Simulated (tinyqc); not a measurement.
## Disorder broadening of a semi-elliptic band in the self-consistent Born approximation: effect of the disorder strength

The local Green function is G = g0(z - Sigma) with z = E + i eta and g0(z) = (z - sqrt(z - 2t) sqrt(z + 2t))/(2 t^2), principal roots; the self-energy is Sigma = D G. The density of states is -Im G/pi.

Sigma is iterated to self-consistency (retarded branch, Im Sigma < 0); first Born means Sigma = D g0(z) put once into G = g0(z - Sigma); clean means Sigma = 0. Closed form: G = (z - sqrt(z^2 - 4 (t^2 + D)))/(2 (t^2 + D)) with the root that gives Im G < 0; for eta -> 0 a semi-ellipse of half-width 2 sqrt(t^2 + D).

Parameters, values chosen for the exercise: hopping t = 1 eV; bare broadening eta = 0.001 eV; energy from the band centre E = 1.075 eV.

The same in every row: DOS, clean (1/eV) = 0.2683.

Effect of the disorder strength:
```
D (eV^2)	Re Sigma (eV)	Im Sigma (eV)	DOS, self-consistent (1/eV)	DOS, first Born (1/eV)
0.0075	0.003999	-0.006307	0.2677	0.2677
0.014	0.007417	-0.01175	0.2671	0.2672
0.028	0.01463	-0.02340	0.2660	0.2661
0.053	0.02704	-0.04397	0.2641	0.2641
0.1	0.04884	-0.08183	0.2605	0.2606
0.19	0.08577	-0.1515	0.2538	0.2540
0.37	0.1451	-0.2807	0.2415	0.2416
0.71	0.2231	-0.4948	0.2218	0.2198
```

What does the table show?

|Im Sigma| rises from 0.00631 to 0.495 eV, as D^(1.00) between the first two rows and D^(0.87) between the last two (the golden rule gives power 1, broadening wider than the band power 1/2). First Born is within 0.01 % of the self-consistent density of states in the first row and 0.90 % below it in the last.

Range of the model: The self-consistent Born approximation misses band tails from rare fluctuations and localisation.

Computed by the program tinyqc: `OMP_NUM_THREADS=1 python tinyqc.py 2720024 2720025 out.jsonl`, one thread of a shared Intel Xeon 2.30GHz, about 0.01 s for the whole run.
